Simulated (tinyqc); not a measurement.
Hubbard ring of 4 sites, step by step. Computed by tinyqc, a small Python program that keeps every step. Settings: hopping = 1.96, U = 6.8, mixing = 1, iteration cap = 67. Command: `OMP_NUM_THREADS=1 python tinyqc.py 21917 21918 out.jsonl` (the two numbers bound the seeds that draw the settings). One thread of a shared host (Intel(R) Xeon(R) Processor @ 2.60GHz), about 0.2 s of CPU time with the checks. Later iterations appear only in the table of the cycle.

## Mean-field iteration 1

one-body matrix (hopping and site energies) (eV), lower triangle:
```
          1         2         3        4
1   0.69000
2  -1.96000  -0.55000
3   0.00000  -1.96000  -0.38000
4  -1.96000   0.00000  -1.96000  0.36000
```

U = 6.80000 eV

electrons, up and down: 1  1

mixing = 1

n(up) at the start (a guess, not normalised): 1 0.55000, 2 0.00000, 3 0.55000, 4 0.00000

n(down) at the start (a guess): 1 0.00000, 2 0.55000, 3 0.00000, 4 0.55000

H(up) = T + U n(down), H(down) = T + U n(up); fill the lowest levels; n(new) = n + mixing (n(out) - n); E = tr T (rho up + rho down) + U sum n_up n_down of the output.

levels, up (eV): -2.47749  0.21689  3.60014  6.26046

levels, down (eV): -2.57135  -0.04358  3.82424  6.39069

energy = -5.67515 eV

n(up) after iteration 1: 1 0.21770, 2 0.16405, 3 0.49646, 4 0.12180

n(down) after iteration 1: 1 0.11125, 2 0.49728, 3 0.15501, 4 0.23646

## Mean-field iteration 2

As before.

levels, up (eV): -2.28935  1.07180  2.38502  5.75252

levels, down (eV): -2.31388  0.88693  2.56507  5.78187

energy = -6.04108 eV

n(up) after iteration 2: 1 0.22618, 2 0.16934, 3 0.35947, 4 0.24501

n(down) after iteration 2: 1 0.22961, 2 0.36195, 3 0.16376, 4 0.24468

## Mean-field iteration 3

As before.

levels, up (eV): -2.27924  1.50934  1.96772  5.72218

levels, down (eV): -2.29112  1.34009  2.14611  5.72491

energy = -6.10524 eV

n(up) after iteration 3: 1 0.16854, 2 0.23114, 3 0.38112, 4 0.21920

n(down) after iteration 3: 1 0.20668, 2 0.39396, 3 0.22250, 4 0.17686

## Convergence

Each step fills the lowest levels of T + U n(other spin) and sets n(new) = n + mixing (n(out) - n); stop when output and input agree to 1e-8.

Course of the cycle:
```
iteration      E (eV)  largest |n(out) - n(in)|  mean |n_up - n_down|
1          -5.6751547                  3.32e-01               0.22395
2          -6.0410805                  1.37e-01               0.09802
3          -6.1052415                  6.78e-02               0.10048
4          -6.1227136                  6.22e-02               0.08896
5          -6.1314272                  4.00e-02               0.08143
6          -6.1364010                  4.09e-02               0.07223
7          -6.1399708                  3.02e-02               0.06519
8          -6.1423752                  3.04e-02               0.05814
9          -6.1441662                  2.39e-02               0.05249
10         -6.1454400                  2.36e-02               0.04707
11         -6.1464027                  1.92e-02               0.04260
...               ...                       ...                   ...
57         -6.1497339                  2.84e-04               0.00064
58         -6.1497340                  2.60e-04               0.00058
59         -6.1497341                  2.38e-04               0.00053
60         -6.1497342                  2.18e-04               0.00049
61         -6.1497342                  1.99e-04               0.00045
62         -6.1497343                  1.82e-04               0.00041
63         -6.1497343                  1.67e-04               0.00038
64         -6.1497344                  1.53e-04               0.00034
65         -6.1497344                  1.40e-04               0.00031
66         -6.1497344                  1.28e-04               0.00029
67         -6.1497344                  1.17e-04               0.00026
```

Not converged within 67 iterations: the residual falls steadily but slowly, by a factor of about 0.92 a step. The lowest mean-field energy found from random starts is -6.14973 eV. Reruns (cap 100 unless said): mixing 0.2: not converged; mixing 0.5: not converged; mixing 0.9: not converged; the original settings with a cap of 400: converged in 173 (E = -6.14973).

## The many-body Hamiltonian

Basis: all placements (u, d, 2, 0 on each site), up operators ordered before down ones; hops carry the sign of the same-spin electrons passed.

H (eV), lower triangle:
```
          2000      ud00      u0d0      u00d      du00      0200      0ud0      0u0d
2000   8.18000
ud00  -1.96000   0.14000
u0d0   0.00000  -1.96000   0.31000
u00d  -1.96000   0.00000  -1.96000   1.05000
du00  -1.96000   0.00000   0.00000   0.00000   0.14000
0200   0.00000  -1.96000   0.00000   0.00000  -1.96000   5.70000
0ud0   0.00000   0.00000  -1.96000   0.00000   0.00000  -1.96000  -0.93000
0u0d   0.00000   0.00000   0.00000  -1.96000  -1.96000   0.00000  -1.96000  -0.19000
d0u0   0.00000   0.00000   0.00000   0.00000  -1.96000   0.00000   0.00000   0.00000
0du0   0.00000   0.00000   0.00000   0.00000   0.00000  -1.96000   0.00000   0.00000
0020   0.00000   0.00000   0.00000   0.00000   0.00000   0.00000  -1.96000   0.00000
00ud   0.00000   0.00000   0.00000   0.00000   0.00000   0.00000   0.00000  -1.96000
d00u  -1.96000   0.00000   0.00000   0.00000   0.00000   0.00000   0.00000   0.00000
0d0u   0.00000  -1.96000   0.00000   0.00000   0.00000   0.00000   0.00000   0.00000
00du   0.00000   0.00000  -1.96000   0.00000   0.00000   0.00000   0.00000   0.00000
0002   0.00000   0.00000   0.00000  -1.96000   0.00000   0.00000   0.00000   0.00000

          d0u0      0du0      0020      00ud      d00u      0d0u      00du     0002
d0u0   0.31000
0du0  -1.96000  -0.93000
0020   0.00000  -1.96000   6.04000
00ud  -1.96000   0.00000  -1.96000  -0.02000
d00u  -1.96000   0.00000   0.00000   0.00000   1.05000
0d0u   0.00000  -1.96000   0.00000   0.00000  -1.96000  -0.19000
00du   0.00000   0.00000  -1.96000   0.00000   0.00000  -1.96000  -0.02000
0002   0.00000   0.00000   0.00000  -1.96000  -1.96000   0.00000  -1.96000  7.52000
```

## Exact diagonalisation (16 states)

Lowest levels of the sector, and the double occupancy of the lowest state.

lowest levels (eV): -6.80358  -4.05964  -3.78842  -1.92735  -1.73210  0.05071

double occupancy per site = 0.02352

## The lowest level by Lanczos steps

From a random start vector (not printed): a_j = <q_j|H|q_j>, b_j = norm of the remainder after orthogonalising; the Ritz value is the lowest eigenvalue of the tridiagonal matrix of a and b so far.

Lanczos:
```
j   a_j (eV)  b_j (eV)  lowest Ritz value (eV)
1    0.46823   4.04519               0.4682254
2    0.32745   5.42181              -3.6479685
3    3.63219   5.51154              -5.5739030
4    1.42441   3.32610              -6.5779285
5    4.42632   4.61719              -6.7369685
6    1.37764   2.89570              -6.7920003
7    2.05132   3.12902              -6.8019424
8    3.13426   2.76931              -6.8034394
9    4.64207   2.75846              -6.8035653
10   1.66921   5.24640              -6.8035770
```
